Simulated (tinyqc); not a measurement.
Adsorption as a lattice gas: isotherms with interactions, competition, desorption peaks and saturation dose. From one set of inputs to another, one input at a time. Computed by tinyqc, a small Python program. Command: `OMP_NUM_THREADS=1 python tinyqc.py 3022155 3022156 out.jsonl adsorb ladder`. One thread of a shared host (Intel(R) Xeon(R) Processor @ 2.30GHz), about 0.02 s of CPU time with the checks.

One adsorbate per site; a molecule needs 1 empty site. Gas and surface have the same temperature.

The inputs printed are set A. Inputs not listed in the table keep their values of set A, so the rows need not describe a real material.

Inputs (values chosen for the exercise, for a model surface):

| quantity | value | unit |
|---|---|---|
| desorption energy E | 1.3 | eV |
| prefactor nu | 1.6e+14 | 1/s |
| pair energy w (positive repels) | 0.037 | eV |
| neighbours z | 3 | - |
| site density N_s | 5.5 | 1/nm^2 |
| molecular mass M | 24.7 | u |
| sticking coefficient s0 | 0.042 | - |
| temperature T | 513 | K |
| pressure p | 0.36 | Pa |
| blocking by a second gas, K_B p_B | 8.3 | - |
| heating rate beta | 0.71 | K/s |
| aspect ratio a (depth over diameter) of a hole | 100 | - |

Adsorption: molecular (first order).

Constants: u = 1.6605390666e-27 kg; k_B = 1.380649e-23 J/K; k_B = 8.617333262e-05 eV/K.

Method:
- Flux F = p/sqrt(2 pi M k_B T); k_d = nu exp(-E/(k_B T)); s0 F (1 - theta) = N_s k_d theta, so y = s0 F/(N_s k_d), theta = y/(1 + y). With a second gas on the same sites theta = y/(1 + y + K_B p_B).
- With u = w/(k_B T). Mean field: theta/(1 - theta) = y exp(-z u theta). Quasi-chemical: theta/(1 - theta) = y [(r - 1 + 2 theta)(1 - theta)/((r + 1 - 2 theta) theta)]^(-z/2) exp(-z u/2), r = sqrt(1 - 4 theta (1 - theta)(1 - exp(-u))).
- The peak obeys E/(k_B T_p^2) = (nu/beta) exp(-E/(k_B T_p)) exactly. Redhead's shortcut, with the constant 3.46 (3.64 is also in use), reads E back as k_B T_p [ln(nu' T_p/beta) - 3.46], nu' = nu.
- Without desorption or interaction, 99 % coverage needs the time (N_s/(s0 F)) ln 100. For a round hole of aspect ratio a in molecular flow with unit sticking (Gordon), the time is N_s/F x [1 + (19/4) a + (3/2) a^2]. The larger of the two times is a rough guide.

Each row keeps all changes above it:

| input moved | from | to | coverage, mean field | peak temperature T_p (K) | time on a flat surface (s) |
|---|---|---|---|---|---|
| set A | - | - | 0.44024 | 424.60 | 7.1568e-02 |
| heating rate beta (K/s) | 0.71 | 10 | 0.44024 | 456.73 | 7.1568e-02 |
| pair energy w (positive repels) (eV) | 0.037 | 0.047 | 0.39931 | 456.73 | 7.1568e-02 |
| desorption energy E (eV) | 1.3 | 1.2 | 0.13757 | 422.56 | 7.1568e-02 |
| sticking coefficient s0 | 0.042 | 0.075 | 0.19280 | 422.56 | 4.0078e-02 |
| aspect ratio a (depth over diameter) of a hole | 100 | 40 | 0.19280 | 422.56 | 4.0078e-02 |
| temperature T (K) | 513 | 545 | 0.06655 | 422.56 | 4.1309e-02 |
| pressure p (Pa) | 0.36 | 90 | 0.71676 | 422.56 | 1.6524e-04 |

Where does the difference come from?

coverage, mean field goes from 0.440 to 0.717, a factor 1.63 in all. The largest single move comes from pressure p (a factor 10.8), and desorption energy E works against it (a factor 0.345). Peak temperature T_p goes from 425 to 423, a factor 0.9952 in all. The largest single move comes from desorption energy E (a factor 0.925), and heating rate beta works against it (a factor 1.08). Time on a flat surface goes from 0.0716 to 1.65e-4, a factor 0.00231 in all. The largest single move comes from pressure p (a factor 0.00400). The single moves hold for this order of the switches; the total does not depend on the order.

Caution (all rows): with k_d = nu exp(-E/(k_B T)) of these inputs desorption is not negligible over the time on a flat surface, so without interaction 99 % coverage is not reached.

Extremes, crossings and ranges named in words are read from the listed rows.
